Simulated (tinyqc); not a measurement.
# Trap density and cross-section from the conductance peak

Inverse problem. For a continuum of interface traps on an n-type substrate Gp/w peaks at 2 pi f tau = 1.9803 with the height 0.40237 q Dit, and tau = 1/(sn vth Nd exp(psi/Vt)) with psi = ps. Find Dit, tau and sn.

Values chosen for this exercise:

| symbol | value | unit | meaning |
|---|---|---|---|
| T | 200 | K | temperature |
| Nd | 1.2e16 | cm^-3 | donor density |
| ps | -0.127 | V | band bending psi |
| vth | 4.7e7 | cm/s | thermal velocity |

Constants: q = 1.602176634e-19 C, kB = 1.380649e-23 J/K, Vt = kB T/q. Results are converted to the units shown.

peak Gp/w = 77.360137 nF/cm^2
frequency of the peak = 1793.4574 Hz

Solution. The height gives Dit, the position tau, and tau with the surface density gives sn.

Dit = 1.20e12 cm^-2 eV^-1
tau = 1.76e-4 s
sn = 1.60e-17 cm^2

Computed by the program tinyqc: `OMP_NUM_THREADS=1 python tinyqc.py 2030104 2030105 out.jsonl`, one thread of a shared Intel Xeon 2.30GHz, about 0.02 s for the whole run.
